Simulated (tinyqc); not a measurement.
Inside a calculation. Method: coherent transport through a tight-binding region between two chains. One step of it, computed by the program tinyqc.

Problem. Transmission at E = 0.31 eV. Surface Green function g = (E - i sqrt(4 t^2 - E^2)) / (2 t^2); self-energy tc^2 g on each contact site; G = (E - H - Sigma)^(-1); Gamma = -2 Im Sigma; T = Gamma_L Gamma_R |G_LR|^2; local density of states -Im G_ii / pi.

H of the central region (eV):
$$\begin{pmatrix}
0.000000 & -0.530000 & 0.000000 & 0.000000 \\
-0.530000 & 0.000000 & -2.120000 & 0.000000 \\
0.000000 & -2.120000 & 0.000000 & -2.120000 \\
0.000000 & 0.000000 & -2.120000 & 0.000000
\end{pmatrix}$$

Leads: semi-infinite chains with site energy 0:
```
parameter                           value
lead hopping t (eV)              1.060000
coupling to the left lead (eV)   0.890000
coupling to the right lead (eV)  1.450000
left contact site                       1
right contact site                      4
```

E = 0.310000 eV

Give: g; G; local density of states; transmission.

Solution.

g = 0.138-0.933i 1/eV

G (1/eV):
$$\begin{pmatrix}
0.238-1.078i & 0.293+0.076i & -0.102+0.258i & -0.278-0.114i \\
0.293+0.076i & -0.005-0.437i & 0.399+0.045i & -0.053+0.431i \\
-0.102+0.258i & 0.399+0.045i & -0.033-0.071i & 0.077-0.035i \\
-0.278-0.114i & -0.053+0.431i & 0.077-0.035i & 0.042-0.426i
\end{pmatrix}$$

local density of states (1/eV): [0.343, 0.139, 0.023, 0.136]

transmission = 0.523
